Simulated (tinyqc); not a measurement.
Q-state Potts model on a small periodic square lattice: enumeration, Metropolis, heat-bath and Wolff steps: one step, computed by the program tinyqc.

E = -J x (number of nearest-neighbour bonds with equal states); n x n sites with periodic edges have 2 n^2 bonds. Order parameter m = (q f - 1)/(q - 1), f being the largest share of one state. Sites are numbered row by row from 0. Here q = 3 and n = 3.

Task: One Wolff cluster. Seed site = floor(r n^2); new state = (old + 1 + floor(r (q - 1))) mod q. Sites are taken first in, first out; each neighbour (right, left, below, above) with the seed state and not yet in the cluster joins if the next r < p. The cluster then takes the new state.

Inputs (values chosen for the exercise, for a model of domains or grain orientations): temperature T = 225 K.

Update: Wolff cluster.

start states:
```
   1  2  3
1  1  1  2
2  0  1  0
3  0  2  1
```

random numbers, used in turn: 0.1001  0.4961  0.1174  0.8728  0.8396  0.5277  0.6491  0.8616  0.3387  0.6385  0.3373  0.7558  0.2428  0.5512  0.7280  0.7171  0.3520  0.9786  0.3662  0.7971  0.2861  0.5873  0.8159  0.7352  0.7035  0.6812  0.8911  0.0613  0.7436  0.2178  0.0047  0.5935  0.1421  0.0672  0.9868  0.0903  0.4314  0.0238

p = 0.7759068

Give: the table «Bonds tested» with the columns to, r, result, for from = 0, 1; seed site; cluster size; states afterwards.

Result:

Bonds tested:
```
from  to       r  result
0      1  0.1174   joins
1      4  0.8728      no
```

seed site = 0

cluster size = 2

states afterwards:
```
   1  2  3
1  2  2  2
2  0  1  0
3  0  2  1
```
